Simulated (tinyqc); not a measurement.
Same peak temperature, different pulse lengths: millisecond and nanosecond annealing: surface heating, thermal budget and solid-phase regrowth. Computed by tinyqc, a small Python program. Command: `OMP_NUM_THREADS=1 python tinyqc.py 3000612 3000613 out.jsonl flash walk`. One thread of a shared host (Intel(R) Xeon(R) Processor @ 2.30GHz), about 0.02 s of CPU time with the checks.

A square pulse heats the surface of a thick wafer with constant thermal properties; losses by radiation are neglected and silicon melts at 1414 C.

Inputs (values chosen for the exercise, modelled on hot silicon with boron): incident fluence = 57.5 J/cm^2; pulse length t_p = 0.0052 s; reflectance R = 0.59; thermal conductivity k = 0.22 W/(cm K); heat capacity per volume c = 2.26 J/(cm^3 K); preheat temperature T0 = 600 C; wafer thickness d = 775 um; dopant prefactor D0 = 0.824 cm^2/s; dopant activation energy E = 3.47 eV; regrowth prefactor v0 = 4e+08 cm/s; regrowth energy E_v = 2.71 eV; amorphous layer = 27 nm.

Source: flash lamp.

Constants: k_B = 8.617333262e-05 eV/K.

Method:
- Absorbed flux q = (1 - R) fluence/t_p; kappa = k/c. With f(z, t) = (2 q/k) sqrt(kappa t) ierfc(z/(2 sqrt(kappa t))), ierfc(x) = exp(-x^2)/sqrt(pi) - x erfc(x): T = T0 + f(z, t) during the pulse and T0 + f(z, t) - f(z, t - t_p) after it.
- At the surface the rise at the end of the pulse is 2 q sqrt(t_p/(pi k c)); the fluence that just melts the surface scales with (1414 - T0).
- Temperatures in kelvin are T(C) + 273.15.
- Integrate exp(-E/(k_B T(t))) at the surface from 0 to 10 t_p (Gauss-Legendre, 60 points in sqrt(t) up to t_p and 60 in sqrt(t - t_p) after it). (Dt) = D0 x integral with E; regrowth = v0 x integral with E_v; effective time = integral/exp(-E/(k_B T_peak)).
- For each t_p the flux is set so that the peak temperature stays the same: q sqrt(t_p) is fixed.

absorbed flux q = 4533.65 W/cm^2

kappa = 0.0973451 cm^2/s

Pulses:
```
t_p (s)   fluence (J/cm^2)  q (W/cm^2)  thermal length (um)  2 sqrt(Dt) (nm)  regrowth (nm)
1.00e-07        2.5215e-01  1.0338e+06           9.8664e-01       1.3280e-03     1.5309e-02
1.00e-06        7.9738e-01  3.2693e+05           3.1200e+00       4.1996e-03     1.5309e-01
1.00e-05        2.5215e+00  1.0338e+05           9.8664e+00       1.3280e-02     1.5309e+00
1.00e-04        7.9738e+00  3.2693e+04           3.1200e+01       4.1996e-02     1.5309e+01
3.00e-04        1.3811e+01  1.8875e+04           5.4040e+01       7.2739e-02     4.5927e+01
1.00e-03        2.5215e+01  1.0338e+04           9.8664e+01       1.3280e-01     1.5309e+02
3.00e-03        4.3674e+01  5.9688e+03           1.7089e+02       2.3002e-01     4.5927e+02
1.00e-02        7.9738e+01  3.2693e+03           3.1200e+02       4.1996e-01     1.5309e+03
```

What follows from these numbers?

Fluence and diffusion length grow as sqrt(t_p), regrowth as t_p. The layer of 27 nm regrows from t_p = 0.0003 s on among these rows, at a diffusion length of 0.073 nm. Caution: heat reaches the back of the wafer, which is no longer thick. Caution: the shortest pulses need a source absorbed within their thermal length, and the longest also heat the back of the wafer, which the thick-wafer formula leaves out.

Extremes, crossings and ranges named in words are read from the listed rows.
